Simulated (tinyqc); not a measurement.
What each parameter does: interface roughness in a thin film (subband fluctuation and scattering).

Square well of width t, barriers V0, c = hbar^2/2m0: E1 solves k t + 2 atan[(k/mz)/(kappa/mb)] = pi, k = sqrt(mz E/c), kappa = sqrt(mb (V0 - E)/c). One interface is rough, so the subband edge fluctuates by G dt with G = |dE1/dt| (central difference of 0.01 angstrom; 2 E1/t for hard walls).

Gaussian roughness spectrum S(q) = pi D^2 Lc^2 exp(-q^2 Lc^2/4). Degenerate gas, taken to fill one subband (the second starts to fill once c kF^2/md exceeds E2 - E1, which is not tested here): kF = sqrt(2 pi Ns/gv), q = 2 kF sin(theta/2), 1/tau = (md/(2 pi c hbar)) G^2 times the integral from 0 to pi of S(q)(1 - cos theta)/eps(q)^2 dtheta, eps(q) = 1 + qs/q with screening (qs = gv md q0/(c eps), q0 = e^2/(4 pi eps0), form factors left out, which overstates the screening; other scattering is left out too, so these values lie far above measured mobilities in all but the thinnest films) or 1 without; mobility = tau c2/md with c2 = e/m0 = 1.75882e15 cm^2/(V s^2); 1e12/cm^2 = 1e-4/angstrom^2.

Constants: hbar^2/2m0 = 3.80998211 eV angstrom^2; hbar = 6.58211957e-16 eV s; e^2/(4 pi eps0) = 14.39964547 eV angstrom.

Parameters, chosen for this exercise (near those of a thin InGaAs channel; the results hold for these values, not for the real material): t = 50 angstrom (film thickness); mz = 0.046 m0 (confinement mass); V0 = 1.93 eV (barrier); mb = 0.24 m0 (barrier mass); md = 0.046 m0 (mass in the plane); gv = 1 (valleys); D = 2.8 angstrom (rms height of the roughness); Lc = 50 angstrom (correlation length); Ns = 1.1 x 1e12/cm^2 (sheet density); eps = 11 (mean dielectric constant at the channel).

G, G D, and the screened mobility.

One parameter was then changed.

Results before and after:

| case | G (meV/angstrom) | G D (meV) | mobility (cm^2/(V s)) |
|---|---|---|---|
| base | 3.660 | 10.25 | 3.343e+04 |
| changed | 3.104 | 8.69 | 4.648e+04 |

Which of these changes was made? (a) mz = 0.053 m0; (b) V0 = 1.35 eV; (c) Lc = 58 angstrom; (d) eps = 13.2; (e) D = 3.64 angstrom; (f) t = 56 angstrom; (g) md = 0.053 m0; (h) Ns = 1.76 x 1e12/cm^2.

Answer: (b) V0 = 1.35 eV. Of the candidates, run in turn, only this one gives the changed row.

All candidates:

| case | G (meV/angstrom) | G D (meV) | mobility (cm^2/(V s)) |
|---|---|---|---|
| base | 3.660 | 10.25 | 3.343e+04 |
| t = 56 angstrom | 2.874 | 8.05 | 5.422e+04 |
| D = 3.64 angstrom | 3.660 | 13.32 | 1.978e+04 |
| Lc = 58 angstrom | 3.660 | 10.25 | 3.673e+04 |
| Ns = 1.76 x 1e12/cm^2 | 3.660 | 10.25 | 5.680e+04 |
| mz = 0.053 m0 | 3.566 | 9.99 | 3.522e+04 |
| md = 0.053 m0 | 3.660 | 10.25 | 2.739e+04 |
| V0 = 1.35 eV | 3.104 | 8.69 | 4.648e+04 |
| eps = 13.2 | 3.660 | 10.25 | 3.034e+04 |

In the base case G D is 0.18 times EF - E1 = 57.2 meV.

Computed by tinyqc, a small Python program: `OMP_NUM_THREADS=1 python tinyqc.py 1281982 1281983 out.jsonl` (the numbers bound the seed that draws the inputs); one thread of a shared host (Intel(R) Xeon(R) Processor @ 2.30GHz), about 0.02 s for the whole set of steps.
